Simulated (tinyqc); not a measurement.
## Gap voltage and exponent from three temperatures

Inverse problem. At constant current VBE(T) = Vg0 - a T - eta (kB T/q) ln T, where a is a constant. Find Vg0, eta and dVBE/dT at the middle temperature.

Constants: q = 1.602176634e-19 C, kB = 1.380649e-23 J/K. Results are converted to the units shown.

T (K): 273  300  360
VBE at a constant current (V): 0.7986564697  0.7496660522  0.6376782381

Answer. The relation is linear in Vg0, a and eta, so three points give a linear system; the slope is (VBE - Vg0 - eta kB T/q)/T. eta rests on the curvature of VBE(T) alone, so real fits need accuracy of some tens of microvolts or better.

Vg0 = 1.188 V
eta = 4.300
dVBE/dT = -1.832 mV/K

Numbers from tinyqc (`OMP_NUM_THREADS=1 python tinyqc.py 2062022 2062023 out.jsonl`; about 0.02 s on one thread of a shared Intel Xeon 2.30GHz).
